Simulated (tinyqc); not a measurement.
Eight-band Kane k.p model with strain: one step. Levels and orbital character. Two cases, with inputs chosen for the exercise.

Task: Diagonalise H; the levels come in pairs. The weights are summed over spin and averaged over each pair.

Give: levels, each twofold; weights.

Case 1.

H(k) (eV):
```
            S+                  X+                  Y+          Z+          S-
S+    1.339837           0.233118i           0.412440i           0           0
X+  -0.233118i           -0.011700  0.103162-0.036333i           0           0
Y+  -0.412440i  0.103162+0.036333i            0.015412           0           0
Z+           0                   0                   0   -0.093077           0
S-           0                   0                   0           0    1.339837
X-           0                   0                   0   -0.036333  -0.233118i
Y-           0                   0                   0  -0.036333i  -0.412440i
Z-           0            0.036333           0.036333i           0           0

                    X-                  Y-          Z-
S+                   0                   0           0
X+                   0                   0    0.036333
Y+                   0                   0  -0.036333i
Z+           -0.036333           0.036333i           0
S-           0.233118i           0.412440i           0
X-           -0.011700  0.103162+0.036333i           0
Y-  0.103162-0.036333i            0.015412           0
Z-                   0                   0   -0.093077
```

Result:

levels, each twofold (eV): -0.1636  -0.0699  -0.0162  1.5001

weights:
```
   pair 1  pair 2  pair 3  pair 4
S   0.024   0.016   0.064   0.897
X   0.217   0.089   0.666   0.027
Y   0.448   0.317   0.160   0.076
Z   0.312   0.578   0.110   0.000
```

The conduction pair has 10.3 % valence character at this k; the valence pair with most S character is pair 3 (6.4 %).

Case 2.

H(k) (eV):
```
            S+                   X+                   Y+          Z+          S-
S+    1.609174            0.451311i            0.461340i   0.090262i           0
X+  -0.451311i            -0.145402  -0.053620-0.112000i   -0.000921           0
Y+  -0.461340i  -0.053620+0.112000i            -0.143757   -0.000941           0
Z+  -0.090262i            -0.000921            -0.000941   -0.144580           0
S-           0                    0                    0           0    1.609174
X-           0                    0                    0   -0.112000  -0.451311i
Y-           0                    0                    0  -0.112000i  -0.461340i
Z-           0             0.112000            0.112000i           0  -0.090262i

                     X-                   Y-          Z-
S+                    0                    0           0
X+                    0                    0    0.112000
Y+                    0                    0  -0.112000i
Z+            -0.112000            0.112000i           0
S-            0.451311i            0.461340i   0.090262i
X-            -0.145402  -0.053620+0.112000i   -0.000921
Y-  -0.053620-0.112000i            -0.143757   -0.000941
Z-            -0.000921            -0.000941   -0.144580
```

Result:

levels, each twofold (eV): -0.4948  -0.1488  -0.0018  1.8209

weights:
```
   pair 1  pair 2  pair 3  pair 4
S   0.066   0.030   0.000   0.904
X   0.392   0.230   0.332   0.046
Y   0.397   0.230   0.325   0.048
Z   0.145   0.511   0.342   0.002
```

The conduction pair has 9.6 % valence character at this k; the valence pair with most S character is pair 1 (6.6 %).

Computed by tinyqc, one run a case: `OMP_NUM_THREADS=1 python tinyqc.py N N+1 out.jsonl` with N = 1080638, 1080762; one thread of a shared Intel(R) Xeon(R) Processor @ 2.30GHz, about 0.09 s a run at most.
